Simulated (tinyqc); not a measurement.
Pariser-Parr-Pople SCF with singles CI, for the molecule C=CC=CC=C[CH2+] (SMILES; centres numbered as the heavy atoms are written), step by step. One step of it, computed by the program tinyqc.

Task: Iteration 3: Fock matrix. F_rr = H_rr + P_rr gamma_rr / 2 + sum_(s != r) P_ss gamma_rs; F_rs = H_rs - P_rs gamma_rs / 2; E = tr P (H + F) / 2 + core repulsion sum_(r<s) z_r z_s gamma_rs.

P after iteration 2, lower triangle:
```
           1C         2C         3C         4C        5C        6C        7C
1C   0.735254
2C   0.815864   1.000122
3C   0.267089   0.546377   0.760732
4C  -0.276145  -0.029640   0.650258   1.007784
5C  -0.241614  -0.154912   0.260146   0.650258  0.760732
6C   0.103202   0.017660  -0.154912  -0.029640  0.546377  1.000122
7C   0.218302   0.103202  -0.241614  -0.276145  0.267089  0.815864  0.735254
```

core matrix H (eV), lower triangle:
```
            1C          2C          3C          4C          5C          6C          7C
1C  -30.105530
2C   -2.540000  -33.686615
3C    0.000000   -2.540000  -35.577205
4C    0.000000    0.000000   -2.540000  -36.106003
5C    0.000000    0.000000    0.000000   -2.540000  -35.577205
6C    0.000000    0.000000    0.000000    0.000000   -2.540000  -33.686615
7C    0.000000    0.000000    0.000000    0.000000    0.000000   -2.540000  -30.105530
```

repulsion gamma_rs (eV), lower triangle:
```
           1C         2C         3C         4C         5C         6C         7C
1C  10.740000
2C   5.254632  10.740000
3C   3.823846   5.252972  10.740000
4C   2.854524   3.823846   5.254632  10.740000
5C   2.326370   2.854524   3.824862   5.254632  10.740000
6C   1.934648   2.325994   2.854524   3.823846   5.252972  10.740000
7C   1.671511   1.934648   2.326370   2.854524   3.823846   5.254632  10.740000
```

Centres (angstrom, eV; a flat drawing with bonds scaled to 1.40 angstrom):
```
centre          x          y  core charge z          W   gamma_rr
1C      -3.637000  -0.300000              1  12.240000  10.740000
2C      -2.425000   0.400000              1  12.240000  10.740000
3C      -1.212000  -0.300000              1  12.240000  10.740000
4C       0.000000   0.400000              1  12.240000  10.740000
5C       1.212000  -0.300000              1  12.240000  10.740000
6C       2.425000   0.400000              1  12.240000  10.740000
7C       3.637000  -0.300000              1  12.240000  10.740000
```

Give: F; pi energy.

Result:

F (eV), lower triangle:
```
          1C        2C        3C        4C        5C        6C        7C
1C  -10.1827
2C   -4.6835  -10.6825
3C   -0.5107   -3.9751  -10.6564
4C    0.3941    0.0567   -4.2484  -10.8532
5C    0.2810    0.2211   -0.4975   -4.2484  -10.6564
6C   -0.0998   -0.0205    0.2211    0.0567   -3.9751  -10.6825
7C   -0.1824   -0.0998    0.2810    0.3941   -0.5107   -4.6835  -10.1827
```

pi energy = -86.8710 eV
